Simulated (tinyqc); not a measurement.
Collinear exchange A + BC -> AB + C on a London-Eyring-Polanyi-Sato surface: saddle, string of images and rate: one step, computed by the program tinyqc. Command: `OMP_NUM_THREADS=1 python tinyqc.py 3110525 3110526 out.jsonl leps walk`. One thread of a shared host (Intel(R) Xeon(R) Processor @ 2.30GHz), about 0.06 s of CPU time with the checks.

x = r(AB), y = r(BC), r(AC) = x + y. V is counted from separated atoms, the barrier from A + BC, that is V + D(BC).

Problem. Transition-state rate. One-dimensional rate constant without tunnelling, k = sqrt(k_B T/(2 pi mu)) [sinh(h nu_BC/(2 k_B T))/sinh(h nu_s/(2 k_B T))] exp(-barrier/(k_B T)) with mu = m_A (m_B + m_C)/(m_A + m_B + m_C); Wigner factor 1 + (h nu_i/(k_B T))^2/24; adiabatic barrier = barrier + h (nu_s - nu_BC)/2.

Inputs (values chosen for the exercise, bond data loosely for abstraction of hydrogen from a Ge-H bond by a hydrogen atom; the barrier is not fitted):
```
quantity       value  unit
mass of A      1.008     u
mass of B      1.008     u
mass of C       72.6     u
temperature T   1200     K
```

barrier = 0.06790743 eV

real frequency at the saddle = 41.30370 THz

nu_BC = 61.76051 THz

imaginary frequency = 24.17900 THz

Constants: h x 1 THz = 4.135667696 meV; k_B = 1.380649e-23 J/K; u = 1.6605390666e-27 kg; k_B = 8.617333262e-05 eV/K.

Give: adiabatic barrier; rate constant k; Wigner factor.

Solution.

adiabatic barrier = 0.02561 eV

rate constant k = 1.117e+05 cm/s

Wigner factor = 1.039

Caution: the adiabatic barrier is below k_B T, so the saddle is a poor dividing surface.
